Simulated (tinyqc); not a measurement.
Inside a calculation. Model: tunnelling through a gate dielectric, WKB transmission and Tsu-Esaki current.

tinyqc, about 0.04 s, one thread, Intel Xeon 2.30GHz (shared host): `OMP_NUM_THREADS=1 python tinyqc.py 2540172 2540173 out.jsonl` Printed values are rounded.

Electrons leave the emitter at x = 0. Energies E (motion across the layers) are in eV from the emitter Fermi level; the collector Fermi level lies at -V and offers states at every E. No charge in the dielectric and no image force: F1 = V/t1, U = phi1 - F1 x. With C = hbar^2/(2 m0), kappa = sqrt(m (U - E)/C) where U > E and 0 elsewhere; T(E) = exp(-S), S = 2 times the integral of kappa over x.

Parameters, values chosen for the exercise; dielectric values close to those of silicon dioxide: temperature T = 300 K; Fermi energy of the emitter above its band bottom Ef = 2.1 eV; emitter mass in the supply function me = 0.4 m0; barrier of layer 1 above the emitter Fermi level at zero bias phi1 = 3.12 eV; tunnelling mass of layer 1 m1 = 0.51 m0; thickness of layer 1 t1 = 3 nm; voltage across the dielectric V = 0.2 V; energy of the electron followed E = -0.24 eV; cells in each layer nc = 7; lower end of the energy grid Ea = -1.1 eV; upper end of the energy grid Eb = 0.28 eV; points of the energy grid nE = 13.

Constants: q = 1.602176634e-19 C, kB = 1.380649e-23 J/K, hbar = 1.054571817e-34 J s, m0 = 9.1093837015e-31 kg, Vt = kB T/q, hbar^2/(2 m0) = 0.0380998212 eV nm^2. Results are converted to the units shown.

## Fields and band edges

F1 = V/t1, U = phi1 - F1 x.

F1 = 0.666667 MV/cm
U at x = t1 = 2.92 eV

## WKB exponent by the midpoint rule

Cut each layer into nc equal cells, take U and kappa at the cell centres, and sum S = 2 sum kappa h.

```
cell   x (nm)   U (eV)  kappa (1/nm)
0     0.21429  3.10571       6.69219
1     0.64286  3.07714       6.66355
2     1.07143  3.04857       6.63479
3     1.50000  3.02000       6.60591
4     1.92857  2.99143       6.57689
5     2.35714  2.96286       6.54775
6     2.78571  2.93429       6.51848
```

S = 39.6339
T(E) = 6.12645e-18

## WKB exponent in closed form

Each layer adds (2/F) sqrt(m/C) [G(u at its left edge) - G(u at its right edge)] to S, with u = U - E (0 where negative) and G(u) = (2/3) u^1.5. The slope follows from 1/d = -dS/dE.

S = 39.6339
T(E) = 6.12664e-18
energy d over which T(E) grows by a factor e = 0.16448 eV

The midpoint rule gives S = 39.634, so its T(E) is within 0.01 % of this value. The band edge stays above E through the whole stack: direct tunnelling through a trapezoid.

## Current density on a coarse energy grid

J = J0 times the integral of T(E) N(E) dE, N = ln[(1 + exp(-E/Vt))/(1 + exp((-E - V)/Vt))], J0 = q^2 me m0 kB T/(2 pi^2 hbar^3) (times 1e-4 for A/cm^2 per eV), by Simpson's rule on nE equally spaced points from Ea to Eb.

```
point    E (eV)         T(E)           N       T(E) N
0      -1.10000  4.45944e-20     7.73635  3.44997e-19
1      -0.98500  8.34225e-20     7.73635  6.45385e-19
2      -0.87000  1.57479e-19     7.73635  1.21831e-18
3      -0.75500  3.00104e-19     7.73635  2.32171e-18
4      -0.64000  5.77593e-19     7.73635  4.46846e-18
5      -0.52500  1.12325e-18     7.73634  8.68987e-18
6      -0.41000  2.20831e-18     7.73605  1.70836e-17
7      -0.29500  4.39145e-18     7.71132  3.38638e-17
8      -0.18000  8.83860e-18     6.58431  5.81960e-17
9      -0.06500  1.80165e-17     2.58674  4.66041e-17
10      0.05000  3.72205e-17    0.134954  5.02305e-18
11      0.16500  7.79936e-17  0.00168875  1.31712e-19
12      0.28000  1.65912e-16  1.97703e-5  3.28013e-21
```

J0 = 1.67346e8 A/(cm^2 eV)
J = 3.47275e-9 A/cm^2

The integrand peaks at E = -0.180 eV among these points. A converged quadrature from -Ef to above the barrier gives 3.436e-9 A/cm^2; this grid is 1.1 % above that.
